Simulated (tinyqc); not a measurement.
Harmonic transition-state theory with quantum, tunnelling and friction corrections: one step, computed by the program tinyqc.

One atom hops between equivalent sites; three modes at the minimum and two real modes at the saddle are treated as harmonic, the rest of the crystal as unchanged; melting is ignored, so hot rows may lie above the melting point.

Problem. Friction. Kramers: spatial-diffusion factor kappa_s = sqrt(1 + y^2) - y with y = gamma/(2 omega_b); weak-friction (energy-diffusion) estimate kappa_e = Delta/2 with Delta = (16/3)(gamma/omega_b) E_b/(k_B T), the energy lost in one round trip of a well at the barrier energy of a symmetric quartic double well, over k_B T (half of the escaping atoms fall back); bridge 1/kappa = 1/kappa_s + 1/kappa_e. omega_b = 2 pi nu_b; rate with friction = kappa k_cl.

Inputs (values chosen for the exercise, modelled on interstitial carbon in iron):
```
quantity,value,unit
barrier E_b,0.824,eV
imaginary frequency at the saddle nu_b,8.64,THz
temperature T,903,K
friction gamma/(2 pi),17,THz
```

Lattice of sites: three-dimensional. Correction studied: friction.

classical rate k_cl = 2.453498e+08 1/s

Constants: k_B = 8.617333262e-05 eV/K.

Give: y; kappa_s; kappa_e; transmission kappa; rate with friction.

Solution.

y = 0.9838

kappa_s = 0.4190

kappa_e = 55.56

transmission kappa = 0.4159

rate with friction = 1.020e+08 1/s

Caution: the bridge is a rough interpolation, good to tens of per cent near the turnover.
